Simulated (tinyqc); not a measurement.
Length of a molecular wire: coherent transport through a tight-binding bridge. Computed by the program tinyqc. T = Gamma_L Gamma_R |G_1n|^2 with the self-energies of semi-infinite chains.

A uniform bridge between two chains:
```
parameter                        value
site energy (eV)              1.350000
hopping in the bridge (eV)    1.500000
lead hopping (eV)             2.800000
couplings (eV)              0.89, 0.84
E (eV)                        0.370000
```

Transmission against length:
```
sites           T    ln T
2      3.1301e-01  -1.162
3      1.0804e-01  -2.225
5      1.2764e-01  -2.059
6      1.8414e-01  -1.692
7      3.9395e-01  -0.932
8      1.0535e-01  -2.250
9      6.9211e-01  -0.368
10     1.3984e-01  -1.967
```

Estimate the missing row, sites = 4.

Computed row:
```
sites           T    ln T
4      8.6173e-01  -0.149
```

E lies inside the band of the bridge (|E - e|/2h = 0.327 < 1): T does not decay but oscillates with length, between 0.105 and 0.862 here, as levels of the bridge pass E.
